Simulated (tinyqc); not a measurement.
Worked calculation: Wannier-Stark ladder of a miniband. Values are carried at full precision from step to step, so a last printed digit may differ when a step is redone from the rounded ones.

One state in each well j = -(Nw - 1)/2 ... (Nw - 1)/2: H_jj = j e F d, H_(j,j+1) = -W/4; 1 kV/cm = 0.01 meV/angstrom. In an infinite chain the levels are j e F d and the state of well 0 has amplitude J_j(x) in size on well j, x = W/(2 e F d).

Constants: hbar = 6.58211957e-16 eV s.

Inputs chosen for the exercise (near those of a GaAs/AlGaAs superlattice; the results hold for these values, not for the real material): W = 15 meV (miniband width); d = 78 angstrom (period); F = 8.6 kV/cm (field); Nw = 7 (wells).

## Scales

Give e F d, x, the Bloch frequency e F d/(2 pi hbar) and period, and the swing W/(e F) of a wave packet.

e F d = 6.708 meV
x = 1.1181
frequency = 1.622 THz
period = 0.617 ps
swing = 174 angstrom

## The matrix

Fill it in.

H (meV), rows -3, -2, -1, 0, 1, 2, 3 and columns alike:
```
[[-20.124, -3.750, 0, 0, 0, 0, 0],
 [-3.750, -13.416, -3.750, 0, 0, 0, 0],
 [0, -3.750, -6.708, -3.750, 0, 0, 0],
 [0, 0, -3.750, 0, -3.750, 0, 0],
 [0, 0, 0, -3.750, 6.708, -3.750, 0],
 [0, 0, 0, 0, -3.750, 13.416, -3.750],
 [0, 0, 0, 0, 0, -3.750, 20.124]]
```

## Levels and the middle state

Diagonalise; give the levels, their spacings and the weights of the middle level on the wells.

levels (meV): [-21.975, -13.647, -6.721, 0.000, 6.721, 13.647, 21.975]

spacings (meV): [8.328, 6.926, 6.721, 6.721, 6.926, 8.328]

weights: [0.0007, 0.0197, 0.2267, 0.5059, 0.2267, 0.0197, 0.0007]

The spacing in the middle is 1.0020 e F d and at the ends 1.241 e F d; states that reach the ends of the stack are pushed apart.

## Bessel amplitudes

With x = W/(2 e F d): J_j(x)^2 for j = 0 to 5, their running sum over -j ... j, and the spread sqrt(sum j^2 J_j^2) = x/sqrt2. For a hole fixed in well 0 the J_j^2 are the strengths of the optical lines at j e F d.

Weights:
```
j   J_j^2     sum
0  0.5056  0.5056
1  0.2267  0.9590
2  0.0198  0.9985
3  0.0007  1.0000
4  0.0000  1.0000
5  0.0000  1.0000
```

spread = 0.791 periods

The strongest line is j = 0.

## Checks

- Weight on well 1 of the middle state of 61 wells against J_1(x)^2: both 0.2267.

Program tinyqc; command `OMP_NUM_THREADS=1 python tinyqc.py 1250358 1250359 out.jsonl`; about 0.01 s on one thread of a shared Intel(R) Xeon(R) Processor @ 2.30GHz.
